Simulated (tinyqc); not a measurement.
The width of the window: equation-of-state fits to an energy-volume table made by a known binding curve. Computed by tinyqc, a small Python program. Command: `OMP_NUM_THREADS=1 python tinyqc.py 3022591 3022592 out.jsonl eosfit walk`. One thread of a shared host (Intel(R) Xeon(R) Processor @ 2.30GHz), about 0.03 s of CPU time with the checks.

With x = (V/V_0)^(1/3), the energy per atom is E = D [exp(-2 eta (x - 1)) - 2 exp(-eta (x - 1))], so that B0 = 2 D eta^2/(9 V_0) and B' = 1 + eta. B' = dB/dP at P = 0.

Inputs (values chosen for the exercise, for a model crystal):
```
quantity,value,unit
cohesive energy D,6.36,eV/atom
true volume V_0,32.7,angstrom^3/atom
stiffness eta,4.35,-
shift of the window centre s,0.014,-
points N,9,-
compression V/V_0 for the pressure test,0.75,-
noise amplitude,0.15,meV
```

Binding curve: Morse. Noise: added.

Constants: 1 eV/angstrom^3 = 160.2176634 GPa.

Method:
- B0 and B' from the formulas above; P = -dE/dV at V = c V_0 (c the compression chosen), from the curve itself.
- Table: V_j = V_0 [1 + s + w (2 j/(N - 1) - 1)], j = 0..N-1, rounded to 0.001; E_j from the curve plus the noise amplitude times the listed numbers xi_j (xi_0 first), rounded to 1e-7 eV.
- Murnaghan: E = E0 + (B0 V/B') [(V0/V)^B'/(B' - 1) + 1] - B0 V0/(B' - 1), P = (B0/B') [(V0/V)^B' - 1].
- Birch-Murnaghan: E = E0 + (9 V0 B0/16) [y^3 B' + y^2 (2 - 4 y)], y = (V0/V)^(2/3) - 1; P = (3 B0/2) (x^7 - x^5) [1 + (3/4)(B' - 4)(x^2 - 1)], x = (V0/V)^(1/3).
- Vinet: E = E0 + (9 B0 V0/h^2) {1 + [h (1 - x) - 1] exp(h (1 - x))}, P = 3 B0 (1 - x) x^-2 exp(h (1 - x)), x = (V/V0)^(1/3), h = (3/2)(B' - 1).
- All are least-squares fits to the energies; for polynomials in V, B0 = V E'' and B' = -1 - V E'''/E'' at the minimum.
- The table is made anew for each w.

numbers xi_j, drawn evenly from -1 to 1: [0.7697, -0.8973, 0.9470, 0.1299, -0.1161, 0.6290, -0.2149, 0.2243, -0.4811]

exact B0 = 131.035 GPa

exact B' = 5.35

Errors (%):
```
w,"B0, parabola","B0, cubic","B0, Murnaghan","B0, Birch-Murnaghan","B0, Vinet","B', Birch-Murnaghan"
0.03,-8.539,1.032,1.216,1.172,1.179,20.497
0.05,-7.759,0.615,0.081,0.184,0.211,4.895
0.08,-6.224,1.623,-0.412,-0.053,0.051,1.452
0.12,-3.128,4.077,-1.063,-0.206,0.058,0.494
0.16,1.310,7.716,-1.889,-0.382,0.106,0.053
0.22,10.814,15.758,-3.407,-0.737,0.212,-0.547
```

The Birch-Murnaghan error of B0 is smallest among these at w = 0.08 (0.053 % in size); it is 1.172 % at the narrowest and 0.737 % at the widest. A narrow window magnifies the noise, since the energy range shrinks as w^2, and a wide one exposes the form. At the widest window the errors of B0 are +10.8 % for the parabola and +15.8 % for the cubic in V.

Extremes, crossings and ranges named in words are read from the listed rows.
